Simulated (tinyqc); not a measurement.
Worked calculation: FCI on RHF in the sto-3g basis, for H3+, spin multiplicity 1. Computed by tinyqc, a small Python program that keeps every step (integrals from PySCF). Settings: charge = 1, multiplicity = 1, basis = sto-3g, method = RHF, energy threshold = 1e-10, iteration cap = 54, orthogonalisation = symmetric, start = atomic densities, DIIS depth = 6, ci = FCI. Command: `OMP_NUM_THREADS=1 python tinyqc.py 22699 22700 out.jsonl` (the two numbers bound the seeds that draw the settings). One thread of a shared host (Intel(R) Xeon(R) Processor @ 2.60GHz), about 0.08 s of CPU time with the checks. The early iterations of the SCF are left out here.

## One-electron integrals

Geometry (angstrom):
```
atom        x        y        z
H     0.00000  0.00000  0.00000
H     0.00000  0.00000  1.04600
H     0.00000  0.99600  0.52300
```

Basis sto-3g: exponents (1/bohr^2) and contraction coefficients of normalised primitives:
```
element  l (shell)  exponent  coefficient
H            s (1)   3.42525      0.15433
H            s (1)   0.62391      0.53533
H            s (1)   0.16886      0.44463
```

Overlap, kinetic and nuclear-attraction integrals over the contracted functions; the nuclear repulsion is the sum of Za Zb / Rab.

nuclear repulsion = 1.4466948 hartree

overlap S:
```
         1H 1s    2H 1s    3H 1s
1H 1s  1.00000  0.46980  0.42605
2H 1s  0.46980  1.00000  0.42605
3H 1s  0.42605  0.42605  1.00000
```

kinetic energy T (hartree):
```
         1H 1s    2H 1s    3H 1s
1H 1s  0.76003  0.09513  0.07128
2H 1s  0.09513  0.76003  0.07128
3H 1s  0.07128  0.07128  0.76003
```

nuclear attraction V (hartree):
```
          1H 1s     2H 1s     3H 1s
1H 1s  -2.18110  -0.96821  -0.86475
2H 1s  -0.96821  -2.18110  -0.86475
3H 1s  -0.86475  -0.86475  -2.14973
```

core Hamiltonian H = T + V (hartree):
```
          1H 1s     2H 1s     3H 1s
1H 1s  -1.42107  -0.87308  -0.79347
2H 1s  -0.87308  -1.42107  -0.79347
3H 1s  -0.79347  -0.79347  -1.38970
```

## Two-electron integrals

Functions are numbered as in S; the eight-fold symmetry (ij|kl) = (ji|kl) = (kl|ij) leaves the list below.

Two-electron integrals (ij|kl) in chemists' order, unique and non-zero (hartree):
```
(11|11) 0.77461   (21|11) 0.28857   (21|21) 0.13972   (22|11) 0.46332
(22|21) 0.28857   (22|22) 0.77461   (31|11) 0.25541   (31|21) 0.11097
(31|22) 0.20338   (31|31) 0.11265   (32|11) 0.20338   (32|21) 0.11097
(32|22) 0.25541   (32|31) 0.10127   (32|32) 0.11265   (33|11) 0.43927
(33|21) 0.21648   (33|22) 0.43927   (33|31) 0.25541   (33|32) 0.25541
(33|33) 0.77461
```

## Orthogonalisation

S = U s U^T; symmetric (Loewdin) form X = U s^(-1/2) U^T, so that X^T S X = 1.

eigenvalues of S: 0.53020  0.58821  1.88159

X:
```
          1H 1s     2H 1s     3H 1s
1H 1s   1.14269  -0.23065  -0.18936
2H 1s  -0.23065   1.14269  -0.18936
3H 1s  -0.18936  -0.18936   1.12085
```

## Iteration 9 (converged): orbitals

converged F (hartree):
```
          1H 1s     2H 1s     3H 1s
1H 1s  -0.71111  -0.67571  -0.62897
2H 1s  -0.67571  -0.71111  -0.62897
3H 1s  -0.62897  -0.62897  -0.68196
```

Diagonalise F' = X^T F X, C = X C', fill 1 alpha and 1 beta electrons from the bottom; D = 2 C_occ C_occ^T. Each column has its largest component positive (the first on a tie).

F' = X^T F X (hartree):
```
          1         2         3
1  -0.41737  -0.35062  -0.30382
2  -0.35062  -0.41737  -0.30382
3  -0.30382  -0.30382  -0.42223
```

orbital energies (hartree): MO1 -1.05825, MO2 -0.13196, MO3 -0.06675

coefficients C:
```
           MO1       MO2       MO3
1H 1s  0.42839  -0.51792   0.97110
2H 1s  0.42839  -0.51792  -0.97110
3H 1s  0.40553   1.07868   0.00000
```

D after iteration 9:
```
         1H 1s    2H 1s    3H 1s
1H 1s  0.36704  0.36704  0.34746
2H 1s  0.36704  0.36704  0.34746
3H 1s  0.34746  0.34746  0.32891
```

## Convergence

Stop when the energy changes by less than 1e-10 hartree and every element of the error matrix X^T (F D S - S D F) X is below 3e-06.

Course of the cycle:
```
iteration  E (hartree)     change  largest element of the error matrix
1           -0.6771076          -                             6.81e-03
2           -1.2335294  -5.56e-01                             4.18e-03
3           -1.2335472  -1.79e-05                             1.72e-03
4           -1.2335486  -1.39e-06                             1.35e-03
5           -1.2335492  -6.11e-07                             1.15e-03
6           -1.2335496  -3.49e-07                             1.01e-03
7           -1.2335498  -2.26e-07                             9.19e-04
8           -1.2335509  -1.04e-06                             7.02e-07
9           -1.2335509  -6.00e-13                             4.89e-08
```

PySCF RHF in the same basis = -1.2335509 hartree

Converged in 9 iterations.

## Integrals over molecular orbitals

(pq|rs) = sum C_ip C_jq C_kr C_ls (ij|kl), one index at a time.

one-electron integrals over orbitals h = C^T H C (hartree):
```
          1         2         3
1  -1.62199   0.01011   0.00000
2   0.01011  -1.07460   0.00000
3   0.00000   0.00000  -1.03355
```

Two-electron integrals over orbitals (pq|rs), unique and non-zero (hartree):
```
(11|11) 0.56374    (21|11) -0.01011   (21|21) 0.14423    (22|11) 0.54344
(22|21) 0.10079    (22|22) 0.64162    (31|31) 0.14538    (32|31) -0.09614
(32|32) 0.07282    (33|11) 0.55609    (33|21) -0.10468   (33|22) 0.47470
(33|33) 0.64580
```

## FCI: determinants and Hamiltonian

Hartree-Fock energy = -1.2335509 hartree

Slater-Condon rules over spin orbitals, with the nuclear repulsion added and E(HF) subtracted on the diagonal.

Occupation strings over the orbitals (2 doubly, a alpha, b beta, 0 empty; spin orbitals ordered 1a 1b 2a 2b ...): 200 ab0 a0b ba0 b0a 020 0ab 0ba 002

H - E(HF) between determinants (hartree):
```
         200       ab0       a0b       ba0       b0a       020       0ab       0ba
200  0.00000   0.00000   0.00000   0.00000   0.00000   0.14423   0.00000   0.00000
ab0  0.00000   0.52709   0.00000  -0.14423   0.00000   0.11089   0.00000   0.00000
a0b  0.00000   0.00000   0.58079   0.00000  -0.14538   0.00000  -0.09458   0.09614
ba0  0.00000  -0.14423   0.00000   0.52709   0.00000  -0.11089   0.00000   0.00000
b0a  0.00000   0.00000  -0.14538   0.00000   0.58079   0.00000   0.09614  -0.09458
020  0.14423   0.11089   0.00000  -0.11089   0.00000   1.17266   0.00000   0.00000
0ab  0.00000   0.00000  -0.09458   0.00000   0.09614   0.00000   1.04679  -0.07282
0ba  0.00000   0.00000   0.09614   0.00000  -0.09458   0.00000  -0.07282   1.04679
002  0.14538  -0.09614   0.00000   0.09614   0.00000   0.07282   0.00000   0.00000

          002
200   0.14538
ab0  -0.09614
a0b   0.00000
ba0   0.09614
b0a   0.00000
020   0.07282
0ab   0.00000
0ba   0.00000
002   1.25895
```

## FCI: roots

Diagonalise (each vector has its largest component positive (the first on a tie)); all determinants have Ms = 0, so triplets appear too. The lowest singlet root is the correlation energy.

lowest roots of this matrix, relative to E(HF) (hartree): -0.03181  0.38286  0.43541  0.59223  0.64889  0.97398  1.19688  1.21009

lowest vectors:
```
       root 1   root 2    root 3    root 4
200   0.98812  0.00000   0.00000  -0.01266
ab0   0.00349  0.70711   0.00000   0.66065
a0b   0.00000  0.00000   0.70710   0.00000
ba0  -0.00349  0.70711   0.00000  -0.66065
b0a   0.00000  0.00000   0.70710   0.00000
020  -0.11266  0.00000   0.00000  -0.27734
0ab   0.00000  0.00000  -0.00205   0.00000
0ba   0.00000  0.00000  -0.00205   0.00000
002  -0.10442  0.00000   0.00000   0.22359
```

<S^2> of these roots: 0.00000  2.00000  2.00000  0.00000  0.00000  2.00000  0.00000  0.00000

weight of the ground state by excitation level 0, 1, 2, ...: 0.97638  0.00002  0.02359
